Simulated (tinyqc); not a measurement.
Worked calculation: carrier statistics of a doped semiconductor with parabolic bands. Values are carried at full precision from step to step, so a last printed digit may differ when a step is redone from the rounded ones.

Constants: kB = 8.617333262e-05 eV/K; hbar^2/2m0 = 3.80998211 eV angstrom^2.

Values chosen for the exercise (near those of InP; not measured data): Eg0 = 1.415 eV (gap at 0 K); al = 0.000365 eV/K (Varshni alpha); be = 159 K (Varshni beta); T = 550 K; ml = 0.0818 m0 (longitudinal electron mass); mt = 0.0818 m0 (transverse electron mass); Mv = 1 (equivalent valleys); mhh = 0.584 m0 (heavy-hole mass); mlh = 0.0896 m0 (light-hole mass); ND = 4.4e+12 1/cm^3 (donors); NA = 8.2e+17 1/cm^3 (acceptors); ED = 0.00577 eV (donor level below Ec); EA = 0.0475 eV (acceptor level above Ev).

## Gap and thermal energy

Eg(T) = Eg0 - al T^2/(T + be) (Varshni).

Eg = 1.25927 eV
kT = 0.047395 eV

The gap has shrunk by 155.7 meV from 0 K and is 26.6 kT wide.

## Effective densities of states

m_de = Mv^(2/3) (ml mt^2)^(1/3); m_dh = (mhh^(3/2) + mlh^(3/2))^(2/3); N = 2 (m kB T/(4 pi c))^(3/2) with c = hbar^2/2m0, in 1/angstrom^3; times 1e24 for 1/cm^3.

m_de = 0.0818 m0
m_dh = 0.6072 m0
Nc = 1.4574e+18 1/cm^3
Nv = 2.9471e+19 1/cm^3

The light holes supply 5.7 % of Nv, and Nc/Nv = 0.0494.

## Intrinsic density and level

With Boltzmann statistics ni = sqrt(Nc Nv) exp(-Eg/2kT) and Ei = Eg/2 + (kT/2) ln(Nv/Nc), counted from Ev.

ni = 1.11e+13 1/cm^3
Ei = 0.7009 eV

Ei lies 71.3 meV above midgap, towards the band with the smaller density of states.

## Neutrality by bisection

Energies are counted from Ev, so Ec = Eg. n = Nc F_1/2((EF - Eg)/kT), p = Nv F_1/2(-EF/kT), ND+ = ND/(1 + 2 exp((EF - Eg + ED)/kT)), NA- = NA/(1 + 4 exp((EA - EF)/kT)); neutrality asks p + ND+ = n + NA-. F_j(eta) = (1/Gamma(j + 1)) integral_0^infinity x^j dx/(1 + exp(x - eta)), which tends to exp(eta) for eta << 0.

Start from the bracket [-0.2 eV, Eg + 0.2 eV]; at the midpoint EF take the sign of p + ND+ - n - NA-; where it is positive EF must rise. Fourteen steps are shown.

Bisection (eV, 1/cm^3):
```
step       low     high       EF         n         p       ND+       NA-  sign
1     -0.20000  1.45927  0.62964  2.48e+12  5.01e+13  4.40e+12  8.20e+17     -
2     -0.20000  0.62964  0.21482  3.92e+08  3.16e+17  4.40e+12  7.34e+17     -
3     -0.20000  0.21482  0.00741  4.93e+06  1.99e+19  4.40e+12  7.95e+16     +
4      0.00741  0.21482  0.11111  4.39e+07  2.74e+18  4.40e+12  4.01e+17     +
5      0.11111  0.21482  0.16297  1.31e+08  9.36e+17  4.40e+12  6.07e+17     +
6      0.16297  0.21482  0.18889  2.27e+08  5.44e+17  4.40e+12  6.82e+17     -
7      0.16297  0.18889  0.17593  1.72e+08  7.14e+17  4.40e+12  6.48e+17     +
8      0.17593  0.18889  0.18241  1.98e+08  6.23e+17  4.40e+12  6.65e+17     -
9      0.17593  0.18241  0.17917  1.85e+08  6.67e+17  4.40e+12  6.57e+17     +
10     0.17917  0.18241  0.18079  1.91e+08  6.45e+17  4.40e+12  6.61e+17     -
11     0.17917  0.18079  0.17998  1.88e+08  6.56e+17  4.40e+12  6.59e+17     -
12     0.17917  0.17998  0.17957  1.86e+08  6.61e+17  4.40e+12  6.58e+17     +
13     0.17957  0.17998  0.17978  1.87e+08  6.59e+17  4.40e+12  6.58e+17     +
14     0.17978  0.17998  0.17988  1.87e+08  6.57e+17  4.40e+12  6.59e+17     -
```

Each step halves the bracket, which is 0.203 meV wide at the last row.

## The neutral state

Solve the neutrality condition for EF to convergence.

EF = 0.1798 eV
n = 1.87e+08 1/cm^3
p = 6.58e+17 1/cm^3
ND+ = 4.40e+12 1/cm^3
NA- = 6.58e+17 1/cm^3

The material is p-type; 80.3 % of the acceptors are ionised. EF lies 3.79 kT inside the gap from the valence edge, so Boltzmann statistics would serve; n p/(Nc Nv exp(-Eg/kT)) = 0.992.

## Checks

- F_1/2(1) by the trapezoid rule against adaptive quadrature: both 1.575641.
- Positive against negative charge at the solution (1/cm^3): both 6.58430e+17.

Run: tinyqc, `OMP_NUM_THREADS=1 python tinyqc.py 1682525 1682526 out.jsonl`; Intel(R) Xeon(R) Processor @ 2.30GHz, one thread, shared host; about 0.01 s of CPU time with all checks.
